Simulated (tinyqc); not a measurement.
# Dose and depth of a threshold implant

Question. A sheet of D acceptors per cm^2 lies at depth xi inside the depleted layer of a body doped Na. In the depletion approximation VT = Vfb + f2 + q D/Cox + gamma sqrt(f2 + Vsb - q D xi/(eps0 eps_r)), gamma = sqrt(2 eps0 eps_r q Na)/Cox, Cox = eps0 eox/tox. Find gamma, D and xi.

Parameters, values chosen for the exercise; band and dielectric values close to those of silicon:
- eps_r = 11.5 (relative permittivity)
- Na = 1.9e17 cm^-3 (acceptor density deep in the body)
- eox = 3.9 (relative permittivity of the gate insulator (close to silicon dioxide))
- tox = 5.9 nm (insulator thickness)
- Vfb = -0.83 V (flat-band voltage)
- f2 = 0.928 V (band bending 2 phiF at threshold)

Constants: q = 1.602176634e-19 C, eps0 = 8.8541878128e-14 F/cm where lengths are in cm. Results are converted to the units shown.

VT against the source at Vsb = 0 and 2.1 V (V): 0.58710613  0.92254634

Answer. With y^2 = f2 - q D xi/(eps0 eps_r) and d the difference of the thresholds over gamma, sqrt(y^2 + Vsb) - y = d gives y = (Vsb - d^2)/(2 d). The first threshold then gives D, and y^2 gives xi.

gamma = 0.4254 V^0.5
D = 3.300e11 cm^-2
xi = 9.500 nm

Numbers from tinyqc (`OMP_NUM_THREADS=1 python tinyqc.py 2080138 2080139 out.jsonl`; about 0.5 s on one thread of a shared Intel Xeon 2.30GHz).
